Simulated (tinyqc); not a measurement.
Lattice against boundary over temperature: grain-boundary diffusion: Harrison regimes, Fisher and Le Claire analysis, Hart average. Computed by tinyqc, a small Python program. Command: `OMP_NUM_THREADS=1 python tinyqc.py 3003455 3003456 out.jsonl gbdiff walk`. One thread of a shared host (Intel(R) Xeon(R) Processor @ 2.30GHz), about 0.01 s of CPU time with the checks.

A boundary is a slab of width delta with diffusivity D_b, normal to a surface held at constant concentration; it leaks into grains of diffusivity D.

Inputs (values chosen for the exercise, for a model polycrystal):
```
quantity                          value   unit
melting point T_m                  2360      K
lattice prefactor D0            3.6e-05  m^2/s
lattice activation energy E        3.48     eV
boundary prefactor D0b          2.6e-06  m^2/s
boundary activation energy E_b     1.87     eV
boundary width delta               0.98     nm
segregation factor s                  3      -
grain size d                          1     um
temperature T                      1370      K
time t                           470000      s
```

Constants: k_B = 8.617333262e-05 eV/K.

Method:
- D = D0 exp(-E/(k_B T)), D_b = D0b exp(-E_b/(k_B T)).
- Triple product P = s delta D_b.
- Hart average for parallel slabs: f = delta/d, D_eff = (s f D_b + (1 - f) D)/(1 - f + s f); share of the boundaries = s f D_b/(s f D_b + (1 - f) D); depth sqrt(D_eff t).
- l = sqrt(D t); P = s delta D_b; alpha = s delta/(2 l); beta = P/(2 D l). Regime A if l > 3 d, C if alpha > 1, B if alpha < 0.1, l < d/4 and beta > 10, otherwise a transition.
- D_eff = (s f D_b + (1 - f) D)/(1 - f + s f), f = delta/d; share of the boundaries = s f D_b/(s f D_b + (1 - f) D).

boundary fraction f = 9.80e-04

Diffusivities (m^2/s):
```
T/T_m  T (K)           D         D_b       D_eff    share      regime
0.3      708  6.0885e-30  1.2697e-19  3.7256e-22  1.00000           C
0.4      944  9.4942e-24  2.7009e-16  7.9253e-19  0.99999  transition
0.5     1180  4.9343e-20  2.6804e-14  7.8700e-17  0.99937           B
0.6     1416  1.4805e-17  5.7456e-13  1.7007e-15  0.99132  transition
0.7     1652  8.7060e-16  5.1303e-12  1.5922e-14  0.94548           A
0.8     1888  1.8488e-14  2.6500e-11  9.6191e-14  0.80837           A
0.9     2124  1.9909e-13  9.5034e-11  4.7736e-13  0.58417           A
1.0     2360  1.3328e-12  2.6399e-10  2.1035e-12  0.36825           A
```

What does the comparison show, and why?

The apparent activation energy of D_eff is 1.87 eV between the first rows and 2.71 eV between the last, against E_b = 1.87 and E = 3.48 eV. Among these rows boundaries carry most of the flux up to T/T_m = 0.9, the lattice above. Caution: outside regime A (which needs sqrt(D t) above about 3 d) the Hart average and its depth are formal: they describe a profile only in regime A or at steady state. Caution: the segregation factor is held fixed, although it falls with temperature. Caution: outside regime A, D_eff and the share of the boundaries hold only at steady state.
